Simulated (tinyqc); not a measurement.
Substrate current against gate voltage: lateral field, substrate current, probability of reaching the oxide barrier and hot-carrier lifetime of a silicon transistor (pseudo-two-dimensional and lucky-electron models). Computed by tinyqc, a small Python program. Command: `OMP_NUM_THREADS=1 python tinyqc.py 3021907 3021908 out.jsonl hotcar walk`. One thread of a shared host (Intel(R) Xeon(R) Processor @ 2.30GHz), about 0.01 s of CPU time with the checks.

Local-field models: a lucky carrier gains its energy at the peak field over a path free of collisions. Voltages are magnitudes.

Inputs (values chosen for the exercise, modelled on a silicon p-channel): channel length L = 1400 nm; oxide thickness t = 34 nm; junction depth x_j = 420 nm; mobility mu = 100 cm^2/(V s); saturation velocity v_s = 0.74 1e7 cm/s; threshold voltage V_T = 0.47 V; drain voltage V_D = 12 V; ionisation prefactor A_i = 7.8e+06 1/cm; ionisation field B_i = 3.58 MV/cm; hot-carrier mean free path lambda = 5 nm; oxide barrier phi_b = 4.6 eV; interface-trap threshold phi_it = 4.4 eV; lifetime constant H = 30 s microampere/micrometre.

Drain: abrupt.

Constants: eps_0 = 8.8541878128e-12 F/m.

Method:
- C_ox = 3.9 eps_0/t; F_sat = 2 v_s/mu; V_Dsat = V_ov F_sat L/(V_ov + F_sat L), V_ov = V_G - V_T; I_D/W = C_ox v_s (V_ov - V_Dsat).
- Scale length l = 0.22 t^(1/3) x_j^(1/2) (all in cm); F_m = sqrt(((V_D - V_Dsat)/l_e)^2 + F_sat^2), with l_e = l; length of the velocity-saturated region l_e ln((V_D - V_Dsat)/(l_e F_sat) + F_m/F_sat).
- Substrate current I_sub/I_D = (A_i/B_i)(V_D - V_Dsat) exp(-B_i/F_m); probability of reaching the oxide barrier exp(-phi_b/(e lambda F_m)); lifetime tau = (H/(I_D/W)) exp(phi_it/(e lambda F_m)).

At the given drain voltage:
```
V_G (V)  V_Dsat (V)  I_D/W (microampere/micrometre)  F_m (kV/cm)  I_sub/W (microampere/micrometre)     tau (s)
1.1          0.6114                            1.40       551.44                           0.05253  1.8301e+08
1.7          1.1611                            5.18       526.79                           0.13680  1.0416e+08
2.8          2.0945                           17.70       485.16                           0.23845  1.2781e+08
4.0          3.0161                           38.62       444.41                           0.23986  3.0907e+08
5.6          4.1119                           76.51       396.58                           0.15793  1.6993e+09
7.5          5.2491                          133.85       347.94                           0.06693  2.1613e+10
9.4          6.2405                          202.14       306.72                           0.02163  4.2838e+11
11.0         6.9818                          266.67       276.93                           0.00709  7.1059e+12
13.0         7.8082                          354.88       245.22                           0.00148  3.2521e+14
```

I_sub peaks at V_G = 4 V, 0.33 V_D: a higher gate voltage brings more carriers but raises V_Dsat and so lowers F_m. The shortest lifetime among the rows lies at V_G = 1.7 V, below that of the largest I_sub, since tau depends more steeply on the field.

Extremes, crossings and ranges named in words are read from the listed rows.
